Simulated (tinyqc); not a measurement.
Inside a calculation. Model: MOS inversion layer, Poisson-Schroedinger loop.

tinyqc, about 0.5 s, one thread, Intel Xeon 2.30GHz (shared host): `OMP_NUM_THREADS=1 python tinyqc.py 2160140 2160141 out.jsonl` Printed values are rounded.

Electrons confined at an insulator interface at z = 0, treated as a hard wall; parabolic valleys, Hartree approximation, no image or exchange terms. The depletion charge lies far deeper than the electrons and gives a uniform field q Nd/(eps0 eps_r); the gate balances all charge. Energies are counted from the band edge at the interface.

Parameters, values chosen for the exercise; masses and permittivity close to those of germanium (100): temperature T = 200 K; relative permittivity eps_r = 16.2; mass along z of valley set A (4 valley(s)) mz1 = 0.122 m0; in-plane density-of-states mass of set A md1 = 0.298 m0; sheet density of electrons Ns = 4e12 cm^-2; sheet density of depletion charge Nd = 2.9e11 cm^-2; mesh step hz = 1.4 nm; mixing factor a = 0.5.

Constants: q = 1.602176634e-19 C, kB = 1.380649e-23 J/K, hbar = 1.054571817e-34 J s, m0 = 9.1093837015e-31 kg, Vt = kB T/q, eps0 = 8.8541878128e-14 F/cm where lengths are in cm, hbar^2/(2 m0) = 0.0380998212 eV nm^2. Results are converted to the units shown.

## Fixed part of the potential

z, node 1 to 16 (nm): 1.4  2.8  4.2  5.6  7  8.4  9.8  11.2  12.6  14  15.4  16.8  18.2  19.6  21  22.4

V0 = q Nd z/(eps0 eps_r) in eV.

fixed potential V0, node 1 to 16 (eV): 0.0045350  0.0090699  0.0136049  0.0181398  0.0226748  0.0272097  0.0317447  0.0362796  0.0408146  0.0453495  0.0498845  0.0544194  0.0589544  0.0634893  0.0680243  0.0725592

## Round 1: levels and probability densities

self-consistent potential U at the start, node 1 to 16 (eV): 0  0  0  0  0  0  0  0  0  0  0  0  0  0  0  0

Tridiagonal Hamiltonian with psi = 0 one step beyond both ends: H_ii = C (1/m_(i-1/2) + 1/m_(i+1/2))/hz^2 + V0_i + U_i, H_(i,i+1) = -C/(m_(i+1/2) hz^2), C = hbar^2/(2 m0). The lowest 2 level(s) are kept, normalised to hz sum |psi|^2 = 1. The mass is the same on all intervals.

levels (eV): A1 0.0346093, A2 0.0610143

```
node  |psi|^2 of A1 (1/nm)  |psi|^2 of A2 (1/nm)
1                 0.019622              0.020940
2                 0.064371              0.056701
3                 0.106722              0.064466
4                 0.127155              0.037689
5                 0.122243              0.006746
6                 0.100166              0.002464
7                 0.072172              0.029198
8                 0.046646              0.067975
9                 0.027413              0.096159
10                0.014789              0.102500
11                0.007370              0.089246
12                0.003401              0.065771
13                0.001447              0.041437
14                0.000555              0.021914
15                0.000179              0.008988
16                0.000036              0.002093
```

## Round 1: Fermi level and occupations

Level k holds N_k = D_k Vt ln(1 + exp((EF - E_k)/Vt)) with D = 4 md1 m0 q/(pi hbar^2) per eV (spin included); EF is fixed by sum N_k = Ns.

EF = 0.0209226 eV
N_k (cm^-2): A1 3.20032e12, A2 7.99683e11

## Round 1: density, output potential and mixing

n_i = sum_k N_k |psi_k|^2 (converted to cm^-3). Hartree part by Gauss: on the interval before node i the electrons still beyond are S_i = Ns - hz sum_(j<i) n_j, and U_i = U_(i-1) + q S_i hz/(eps0 eps_r) in eV, U_0 = 0 at the interface. Mixing: U(new) = U + a (U(out) - U).

```
node  n (1e18 cm^-3)  U(out) (eV)  U after round 1 (eV)
1            0.79541     0.062551              0.031276
2            2.51350     0.123361              0.061680
3            3.93098     0.178668              0.089334
4            4.37075     0.225369              0.112684
5            3.96612     0.262501              0.131250
6            3.22532     0.290950              0.145475
7            2.54322     0.312338              0.156169
8            2.03640     0.328158              0.164079
9            1.64627     0.339519              0.169760
10           1.29297     0.347277              0.173639
11           0.94955     0.352204              0.176102
12           0.63480     0.355052              0.177526
13           0.37766     0.356510              0.178255
14           0.19301     0.357142              0.178571
15           0.07759     0.357351              0.178676
16           0.01788     0.357390              0.178695
```

## Round 2: levels and probability densities

As before.

levels (eV): A1 0.130465, A2 0.202741

```
node  |psi|^2 of A1 (1/nm)  |psi|^2 of A2 (1/nm)
1                 0.118136              0.066900
2                 0.233514              0.060672
3                 0.195056              0.000896
4                 0.104828              0.042105
5                 0.042693              0.120902
6                 0.014375              0.147221
7                 0.004217              0.120615
8                 0.001115              0.077607
9                 0.000272              0.042312
10                0.000062              0.020428
11                0.000014              0.008974
12                0.000003              0.003643
13                0.000001              0.001372
14                0.000000              0.000473
15                0.000000              0.000139
16                0.000000              0.000026
```

## Round 2: Fermi level and occupations

As before.

EF = 0.121075 eV
N_k (cm^-2): A1 3.92522e12, A2 7.47799e10

## Round 2: density, output potential and mixing

As before.

```
node  n (1e18 cm^-3)  U(out) (eV)  U after round 2 (eV)
1            4.68712     0.062551              0.046913
2            9.21130     0.114841              0.088261
3            7.65706     0.146964              0.118149
4            4.14623     0.162324              0.137504
5            1.76619     0.168607              0.149928
6            0.67434     0.171023              0.158249
7            0.25572     0.171962              0.164065
8            0.10181     0.172342              0.168210
9            0.04233     0.172499              0.171129
10           0.01772     0.172563              0.173101
11           0.00724     0.172588              0.174345
12           0.00284     0.172598              0.175062
13           0.00105     0.172601              0.175428
14           0.00036     0.172602              0.175587
15           0.00010     0.172603              0.175639
16           0.00002     0.172603              0.175649
```

## Course of the self-consistent loop

Start from U = 0. Stop when the largest |U(out) - U| is below 1e-7 eV, or after 120 rounds.

Course of the iteration:
```
round  level A1 (eV)    EF (eV)  largest |U(out) - U| (eV)
1          0.0346093  0.0209226                      0.357
2           0.130465   0.121075                     0.0576
3           0.154517   0.144710                     0.0289
4           0.166728   0.156669                     0.0142
5           0.172827   0.162684                    6.67e-3
6           0.175757   0.165587                    3.13e-3
7           0.177157   0.166976                    1.48e-3
8           0.177830   0.167646                    7.08e-4
9           0.178155   0.167970                    3.46e-4
...              ...        ...                        ...
13          0.178448   0.168262                    2.03e-5
14          0.178457   0.168271                    1.00e-5
15          0.178462   0.168276                    4.94e-6
16          0.178464   0.168278                    2.45e-6
17          0.178465   0.168279                    1.21e-6
18          0.178466   0.168280                    6.00e-7
19          0.178466   0.168280                    2.97e-7
20          0.178466   0.168280                    1.47e-7
21          0.178466   0.168280                    7.32e-8
```

Converged in 21 rounds. Towards the end the residual shrinks by a factor of about 0.50 a round.

## Converged levels, occupations and centroid

converged U, node 1 to 16 (eV): 0.062551  0.113781  0.146004  0.163564  0.172866  0.178046  0.181132  0.183027  0.184170  0.184827  0.185178  0.185351  0.185428  0.185457  0.185466  0.185467

Solve for the levels with V0 + U, find EF, n_i = sum_k N_k |psi_k|^2 (in cm^-3); share of each level N_k/Ns; centroid sum n z/sum n.

levels (eV): A1 0.178466, A2 0.231344
EF = 0.168280 eV
shares (%): A1 94.5444, A2 5.4556
n, node 1 to 16 (in units of 1e18 cm^-3): 5.17099  8.68192  6.69756  3.77247  1.88229  0.95674  0.54391  0.34308  0.22260  0.13938  0.08157  0.04397  0.02156  0.00936  0.00332  0.00071
centroid = 4.15107 nm

An 800-node mesh to 38 nm with 8 levels a set gives A1 = 0.1809 eV, EF = 0.1706 eV and a centroid of 4.340 nm; the levels kept above hold 98.7 % of the electrons there. The coarse centroid is 4.4 % below the fine one.

## Closed-form estimates

Triangular well: E_k = a_k (C F^2/mz)^(1/3), a_1 = 2.338107, a_2 = 4.087949, C = hbar^2/(2 m0), F in eV/nm. Fang-Howard (all electrons in the lowest level of set A): b^3 = 6 (mz1/C) q (Nd + 11 Ns/32)/(eps0 eps_r), centroid 3/b, level C b^2/(4 mz1) + (3/b) q (Nd + 11 Ns/16)/(eps0 eps_r). Use F = q (Nd + Ns)/(eps0 eps_r), the surface field, and F = q (Nd + Ns/2)/(eps0 eps_r).

A1 with the surface field = 0.209277 eV
A1 with Nd + Ns/2 = 0.137713 eV
A2 with Nd + Ns/2 = 0.240777 eV
b = 0.709604 1/nm
Fang-Howard centroid = 4.22771 nm
Fang-Howard level = 0.182870 eV

Against the self-consistent A1 = 0.1809 eV on a fine mesh, the surface-field estimate is 16 % above it, the half-charge one 24 % below it and Fang-Howard 1.1 % above it. A1 holds 94.1 % of the electrons, and the Fang-Howard centroid is 2.6 % below the full one.
